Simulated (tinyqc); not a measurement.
Thin-body transistor below threshold, two-dimensional Poisson equation on a small mesh: effect of the channel length.

A thin body on a thick buried insulator of low permittivity, taken as carrying no normal field at the bottom of the body (row 0). Mobile charge is neglected (subthreshold), the body is fully depleted, and potentials are counted from the intrinsic level; rows run upward to the gate, columns from source to drain.

Mesh: rows i = 0..12 in the semiconductor (step hs = tb/12, row 12 on the interface), then 8 step(s) ho = tox/8 up to the gate row 20; columns j = 0..80 (step hy = L/80). Box integration, divided by eps0: up_i = eps hy/h of the interval above row i, dn_i = that of the interval below (0 for row 0), lat_i = (sum of eps h/2 over the intervals above and below)/hy, s_i = -q Na w_i hy/eps0 with w_i the semiconductor height of the box (hs/2 for row 0 and the interface row, hs between, 0 in the insulator). Each free node obeys (up + dn + 2 lat) psi = up psi(above) + dn psi(below) + lat [psi(left) + psi(right)] + s. Fixed values: gate row Vg - Vfb; column 0 at Vbi and the last column at Vbi + Vd in the semiconductor, each running linearly to Vg - Vfb across the insulator. The system is solved directly. On row 0 the minimum of psi and its place come from a parabola through the three lowest nodes; barrier = Vbi - minimum, swing = Vt ln 10/(d psi/dVg), DIBL = (d psi/dVd)/(d psi/dVg) there. Lambda = pi/k with k the smallest positive root of tan(k tox) tan(k tb) = eox/eps_r.

Values chosen for this exercise; semiconductor permittivity close to that of silicon:
```
symbol  value   unit                                     meaning
T         300      K                                 temperature
eps_r    11.9         relative permittivity of the semiconductor
eox         9             relative permittivity of the insulator
tb          6     nm                              body thickness
tox       2.9     nm                         insulator thickness
Na          0  cm^-3       acceptor density of the depleted body
Vbi      0.56      V                     potential of the source
Vfb     -0.07      V                                 gate offset
Vg       0.05      V                                gate voltage
Vd        0.3      V                               drain voltage
```

Constants: q = 1.602176634e-19 C, kB = 1.380649e-23 J/K, Vt = kB T/q, eps0 = 8.8541878128e-14 F/cm where lengths are in cm. Results are converted to the units shown.

Result of one run:
```
L/Lambda  barrier (V)  place y/L  swing (mV/decade)  DIBL (mV/V)
2.902          0.4258     0.4715              61.10        9.823
```

Which channel length L gave this result: 17, 21, 38 or 56 nm?

L = 56 nm.

The whole series:
```
L (nm)  L/Lambda  barrier (V)  place y/L  swing (mV/decade)  DIBL (mV/V)
17        0.8810       0.1288     0.3836              141.2        447.9
21         1.088       0.2060     0.4156              104.3        264.0
26         1.347       0.2805     0.4358              83.90        149.0
31         1.607       0.3327     0.4475              73.94        89.34
38         1.969       0.3789     0.4577              66.94        46.28
46         2.384       0.4081     0.4652              63.18        22.88
56         2.902       0.4258     0.4715              61.10        9.823
68         3.524       0.4347     0.4765              60.11        3.647
```

As L goes from 17 to 68 nm, the barrier rises from 0.129 to 0.435 V, the swing falls from 141 to 60.1 mV a decade and DIBL falls from 448 to 3.65 mV/V; the ideal swing is 59.5. L/Lambda goes from 0.88 to 3.5. Between the last two rows DIBL decays with a length of 12.1 nm; 2 Lambda/pi is 12.3 nm. At L = 17 nm the barrier is under 6 Vt, so mobile charge, neglected here, begins to count.

Program tinyqc, `OMP_NUM_THREADS=1 python tinyqc.py 2480135 2480136 out.jsonl`; Intel Xeon 2.30GHz, shared host, one thread, about 0.2 s.
